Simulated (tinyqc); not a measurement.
Inside a calculation. Model: Born-von Karman spring model of a cubic crystal with one atom per cell. Computed by tinyqc, a small Python program that keeps every step. Command: `OMP_NUM_THREADS=1 python tinyqc.py 3003606 3003607 out.jsonl springs walk`. One thread of a shared host (Intel(R) Xeon(R) Processor @ 2.30GHz), about 0.1 s of CPU time with the checks. Intermediate numbers are printed to about 6 digits and carried at full precision; extremes and crossings named in words are read from the listed rows.

First neighbours lie at a/2 (1,1,1) (8 of them), second at a (1,0,0) (6), with all permutations and signs; the volume per atom is Omega = a^3/2. Two shells of springs match a real metal only roughly, above all at the zone boundary.

Inputs (values chosen for the exercise, modelled on molybdenum): lattice constant a = 3.147 angstrom; atomic mass M = 95.95 u; radial spring k1L = 3.69 eV/angstrom^2; transverse spring k1T = -0.031 eV/angstrom^2; radial spring k2L = 3.3 eV/angstrom^2; transverse spring k2T = -0.16 eV/angstrom^2; mesh divisions n = 6; temperature T = 200 K.

Lattice: bcc.

wave vector q (2 pi/a): [0.53, 0.49, 0.075]

Constants: nu for 1 eV/(angstrom^2 u) = 15.6333042 THz; 1 eV/angstrom^3 = 160.2176634 GPa; u = 1.6605390666e-27 kg; h x 1 THz = 4.135667696 meV; k_B = 8.617333262e-05 eV/K; hbar^2/u = 4.18015928e-03 eV angstrom^2; hbar = 1.054571817e-34 J s; k_B = 1.380649e-23 J/K.

## Dynamical matrix at q

A neighbour at R with unit vector n couples by the matrix K(R) = kL n n^T + kT (1 - n n^T), and D(q) = (1/M) sum_R K(R) [1 - cos(q.R)].

D(q) (eV/(angstrom^2 u)), rows x, y, z:
$$\begin{pmatrix}
0.230446 & 0.100062 & 0.000755 \\
0.100062 & 0.231581 & -0.002271 \\
0.000755 & -0.002271 & 0.095343
\end{pmatrix}$$

## Frequencies and polarisations

Diagonalise D. An eigenvalue lambda of D in eV/(angstrom^2 u) gives nu = 15.6333042 THz x sqrt(lambda). Eigenvectors are columns, with the largest component positive; the longitudinal weight is (e.q)^2/q^2.

eigenvalues (eV/(angstrom^2 u)): [0.095210, 0.131078, 0.331082]

frequencies (THz): [4.82383, 5.65999, 8.99537]

polarisation vectors, rows x, y, z, columns mode 1, mode 2, mode 3:
$$\begin{pmatrix}
-0.039097 & 0.708073 & 0.705057 \\
0.045309 & -0.703614 & 0.709136 \\
0.998208 & 0.059670 & -0.004573
\end{pmatrix}$$

longitudinal weights: [0.011068, 0.002324, 0.986608]

Mode 3 is the most longitudinal, with weight 0.99.

## Elastic constants from long waves

[ij,kl] = (1/(2 Omega)) sum_R K_ij R_k R_l; C11 = [xx,xx], C44 = [xx,yy], C12 = 2 [xy,xy] - C44; B = (C11 + 2 C12)/3; Zener ratio A = 2 C44/(C11 - C12). K(R) = kL n n^T + kT (1 - n n^T).

C11 = 459.151 GPa

C12 = 145.742 GPa

C44 = 106.846 GPa

bulk modulus B = 250.212 GPa

Zener ratio A = 0.681828

C12 - C44 = 38.90 GPa: the Cauchy relation fails because sum_R kT R^2 is not zero; a negative sum gives a positive Cauchy pressure.

## Sound velocities

rho = M/Omega and v = sqrt(C/rho), with C = C11, C44, C44 along [100]; (C11 + C12 + 2 C44)/2, C44, (C11 - C12)/2 along [110]; (C11 + 2 C12 + 4 C44)/3 and twice (C11 - C12 + C44)/3 along [111].

density rho = 10224.3 kg/m^3

Velocities (m/s):
```
direction  longitudinal  transverse 1  transverse 2
[100]           6701.33       3232.67       3232.67
[110]           6327.03       3232.67       3914.93
[111]           6197.24       3701.51       3701.51
```

Along [110] the two transverse waves differ by a factor sqrt(2 C44/(C11 - C12)) = 0.826.

## Frequencies at the zone boundary

The formulas are those given above.

Frequencies (THz) at points given in 2 pi/a:
```
point                 nu 1     nu 2     nu 3
H (1, 0, 0)        7.02039  7.02039  7.02039
N (0.5, 0.5, 0)    4.62413  5.60006  9.05041
P (0.5, 0.5, 0.5)  7.41654  7.41654  7.41654
```

## Highest frequency at H

Take the highest frequency at H = (1, 0, 0) (2 pi/a).

highest frequency at H = 7.02039 THz

## Dispersion against the sound-wave line

The last column divides the top branch by the straight line with its slope at G. End points in 2 pi/a: H = (1, 0, 0), N = (0.5, 0.5, 0).

Frequencies (THz) along two lines:
```
line  fraction of the way     nu 1     nu 2     nu 3  nu 3 / linear
G-H                  0.10  1.02491  1.02491  2.10161       0.986935
G-H                  0.25  2.53035  2.53035  4.90194       0.920797
G-H                  0.40  3.94377  3.94377  6.88765       0.808624
G-H                  0.55  5.18726  5.18726  7.82928       0.668490
G-H                  0.70  6.16934  6.16934  7.81882       0.524540
G-H                  0.85  6.80176  6.80176  7.31641       0.404217
G-H                  1.00  7.02039  7.02039  7.02039       0.329683
G-N                  0.10  0.72337  0.87604  1.41580       0.995893
G-N                  0.25  1.76958  2.14305  3.46344       0.974495
G-N                  0.40  2.71800  3.29163  5.31970       0.935489
G-N                  0.55  3.51622  4.25832  6.88199       0.880163
G-N                  0.70  4.12013  4.98969  8.06398       0.810332
G-N                  0.85  4.49636  5.44533  8.80035       0.728270
G-N                  1.00  4.62413  5.60006  9.05041       0.636620
```

Along G-H the top branch ends at 33 % of its linear extrapolation. Along G-N the top branch ends at 64 % of its linear extrapolation, which is the 2/pi of a pure sine: planes normal to this line couple to their next planes alone. A Debye model keeps the straight line throughout.

## Thermal sums on a mesh

Mesh: q = sum_i (m_i + 1/2)/n b_i, m_i = 0..n-1, with b = [[0, 1, 1], [1, 0, 1], [1, 1, 0]] in 2 pi/a; sums are averages over the n^3 points, per atom. With x = h nu/(k_B T) and n = 1/(exp(x) - 1) for each mode: F = k_B T [x/2 + ln(1 - exp(-x))], U = k_B T x (n + 1/2), S/k_B = x n - ln(1 - exp(-x)), C/k_B = x^2 n (n + 1). <u_x^2> = (1/3) sum over modes of hbar^2/(2 M h nu) coth(x/2); zero-point energy = sum h nu/2. <u_x^2> converges slowly with the mesh, from below, with an error of order 1/n.

free energy F = 22.3489 meV/atom

energy U = 61.1500 meV/atom

entropy S = 2.25134 k_B/atom

heat capacity C = 2.49878 k_B/atom

<u_x^2> = 0.00187193 angstrom^2

zero-point energy = 37.8361 meV/atom

C is 83 % of the classical 3 k_B, and the zero-point energy is 62 % of U.

## Debye temperature from the elastic constants

Christoffel matrix G_xx = C11 n_x^2 + C44 (1 - n_x^2), G_xy = (C12 + C44) n_x n_y, with eigenvalues rho v^2; v_m^-3 is the mean of v^-3 over three branches and all directions (12 Gauss-Legendre points in cos(theta) times 24 angles phi = (j + 1/2) pi/12); q_D = (6 pi^2/Omega)^(1/3); Theta = hbar v_m q_D/k_B.

mean velocity v_m = 3880.91 m/s

Debye wave number q_D = 1.56050 1/angstrom

elastic Debye temperature = 462.583 K

## Full spectrum, Debye and Einstein heat capacities

Mesh: q = sum_i (m_i + 1/2)/n b_i, m_i = 0..n-1, with b = [[0, 1, 1], [1, 0, 1], [1, 1, 0]] in 2 pi/a; sums are averages over the n^3 points (here n = 14), per atom. Debye: C = 9 k_B (T/Theta)^3 int_0^(Theta/T) x^4 e^x/(e^x - 1)^2 dx with the elastic Theta. Einstein: three modes at the root-mean-square frequency. The last column is the Theta that makes the Debye formula give the full C at that T.

root-mean-square frequency = 6.31063 THz

Heat capacity (k_B/atom):
```
T (K)  full spectrum    Debye  Einstein  Theta from C (K)
56           0.57968  0.38193   0.39661           389.894
83           1.22627  0.91739   1.09556           388.128
120          1.86859  1.57498   1.81017           388.901
160          2.26946  2.04270   2.24446           389.619
230          2.60890  2.47110   2.60166           390.258
350          2.82113  2.75349   2.81961           390.659
460          2.89447  2.85362   2.89394           390.797
690          2.95240  2.93365   2.95230           390.905
```

The apparent Theta runs from 388 to 391 K against the elastic 463 K; at high T it tends to sqrt(5/3) h nu_rms/k_B = 391 K. At the lowest T the Debye value is 0.66 and the Einstein value 0.68 times the full one; dispersion bends the branches below the sound lines, so the real spectrum has more low modes than Debye assumes. At the highest T Debye misses by 0.64 % and Einstein by 0.0037 %.

Checks made by the program: slopes of the dispersion along [110] against the sound velocities (relative difference 2e-08); F = U - T S (relative difference below 1e-10).
